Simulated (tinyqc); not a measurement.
Retention against time.

Retention: filled traps are spread evenly in depth from E1 to E2, and each empties at the rate nu exp(-E/kB T). The share left is the mean of exp(-nu t exp(-E/kB T)) = [kB T/(E2 - E1)] [E1x(nu t exp(-E2/kB T)) - E1x(nu t exp(-E1/kB T))], E1x the exponential integral; traps shallower than about Ed = kB T ln(nu t) are empty.

Parameters, values chosen for the exercise:
- T = 300 K (storage temperature)
- E1 = 1.06 eV (shallowest trap depth)
- E2 = 2.15 eV (deepest trap depth)
- nu = 1e13 1/s (attempt frequency)

Constants: q = 1.602176634e-19 C, kB = 1.380649e-23 J/K, Vt = kB T/q. Results are converted to the units shown.

Retention against time:
```
t (s)	Ed (eV)	share left
1	0.77384	1.0000
100	0.89290	0.99996
10000	1.0119	0.99644
1e5	1.0715	0.97361
1e6	1.1310	0.92117
1e7	1.1905	0.86656
1e8	1.2501	0.81195
1e9	1.3096	0.75734
```

What does the comparison show?

The share left falls from 1.00 to 0.757. Ed moves by 0.0595 eV a decade and reaches E1 at t = 64200 s; from then on the loss is linear in log t, 5.46 % a decade, until Ed comes within a few kB T of E2, which it reaches at 1.31e23 s.

Numbers from tinyqc (`OMP_NUM_THREADS=1 python tinyqc.py 2130166 2130167 out.jsonl`; about 0.06 s on one thread of a shared Intel Xeon 2.30GHz).
